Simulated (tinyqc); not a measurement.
# Polycrystalline film, grain-boundary barriers (Seto model): effect of the temperature

One-dimensional grains of size Lg with donors N; each boundary has Qt acceptor-like traps per area at one level Et below the band edge. Trapped electrons qt deplete a width w = qt/N (both sides together) and raise a barrier Vb = q N w^2/(8 eps0 eps_r). Current crosses the barriers by thermionic emission at small bias. Abrupt depletion, full ionisation, Boltzmann statistics.

Nc is given at 350 K and scales as (T/350 K)^1.5; mg and vc are fixed. Partly depleted grains: the density at the grain centre is n0 = N and qt = Qt/(1 + 2 (Nc/N) exp((Vb - Et)/Vt)). If that gives qt >= N Lg, the grains are fully depleted: qt = N Lg, w = Lg and n0 = 2 Nc exp((Vb - Et)/Vt)/(Qt/(N Lg) - 1). Resistivity: barriers rb = Vt exp(Vb/Vt)/(q n0 vc Lg), grain interior rg = (1 - w/Lg)/(q mg N); effective mobility 1/(q N (rb + rg)).

Inputs (values chosen for the exercise); values close to those of polycrystalline silicon: relative permittivity of the semiconductor eps_r = 11.7; grain size Lg = 200 nm; trap density at a boundary Qt = 3.8e12 cm^-2; donor density N = 4.1e16 cm^-3; mobility inside a grain mg = 140 cm^2/(V s); collection velocity at the barrier vc = 9.6e6 cm/s; conduction-band density of states at the reference temperature Nc = 3.53e19 cm^-3; trap level below the band edge Et = 0.38 eV.

Constants: q = 1.602176634e-19 C, kB = 1.380649e-23 J/K, Vt = kB T/q, eps0 = 8.8541878128e-14 F/cm where lengths are in cm. Results are converted to the units shown.

The same in every row: n0 (cm^-3) = 4.100e16.

Effect of the temperature:
```
T (K),w/Lg,Vb (V),resistivity (ohm cm)
220,0.9364,0.2780,3.508e4
250,0.9070,0.2608,3090
280,0.8762,0.2434,460.5
310,0.8442,0.2259,99.94
340,0.8107,0.2084,28.73
370,0.7760,0.1909,10.31
400,0.7398,0.1735,4.478
430,0.7021,0.1563,2.319
```

As T goes from 220 to 430 K, the barrier falls from 0.278 to 0.156 V and the resistivity falls from 35100 to 2.32 ohm cm. The grains are fully depleted in 0 of the 8 rows. The activation energy between the first two rows is 0.384 eV.

Program tinyqc, `OMP_NUM_THREADS=1 python tinyqc.py 2610028 2610029 out.jsonl`; Intel Xeon 2.30GHz, shared host, one thread, about 0.01 s.
